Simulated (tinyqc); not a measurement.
What moves the tail: Franz-Keldysh effect at a direct gap.

Parabolic bands, vertical transitions, no excitons. For each hole band j: mr = me mj/(me + mj); joint density of states J_j(E) = (mr/c)^(3/2) sqrt(E - Eg)/(2 pi^2), both spins, c = hbar^2/2m0; averaged matrix element |e.p|^2 = m0 Ep/6; alpha_j(E) = 4 pi^2 alpha_f c Ep J_j/(3 nr E) in 1/angstrom (alpha_f the fine-structure constant, listed as alpha among the constants), times 1e8 for 1/cm.

In a field Fd (1 kV/cm = 1e-5 V/angstrom) the electro-optic energy of band j is th = (c (e Fd)^2/mr)^(1/3), and sqrt(E - Eg) in J_j is replaced by pi sqrt(th) [Ai'(b)^2 - b Ai(b)^2] with b = (Eg - E)/th; Ai is the Airy function.

Constants: hbar^2/2m0 = 3.80998211 eV angstrom^2; fine-structure constant alpha = 0.007297352564.

Values chosen for the exercise (near those of InP; shifted at random, so the results belong to these values and not to a real crystal):
```
symbol  value   unit   meaning
Eg      1.352   eV     direct gap
me      0.0783  m0     electron mass
mhh     0.608   m0     heavy-hole mass
mlh     0.0909  m0     light-hole mass
Ep      21.3    eV     Kane energy
nr      3.41           refractive index
Fd      160     kV/cm  uniform field
det     40      meV    detuning below the gap
```

At E = Eg - det.

Results for these values:
```
case  th heavy (meV)  alpha (1/cm)
base          52.000         328.9
```

What happens to each result for nr = 3.58, all else kept?

Answer: th heavy does not change at the printed digits; alpha falls from 328.9 to 313.3.

The same for each parameter in turn:
```
case             th heavy (meV)  alpha (1/cm)
base                     52.000         328.9
Fd = 208 kV/cm           61.939         473.0
det = 50 meV             52.000         212.0
me = 0.09 m0             49.922         354.2
mlh = 0.1182 m0          52.000         341.7
Ep = 23.4 eV             52.000         361.4
nr = 3.58                52.000         313.3
```

Computed by tinyqc, a small Python program: `OMP_NUM_THREADS=1 python tinyqc.py 1650998 1650999 out.jsonl` (the numbers bound the seed that draws the inputs); one thread of a shared host (Intel(R) Xeon(R) Processor @ 2.30GHz), about 0.01 s for the whole set of steps.
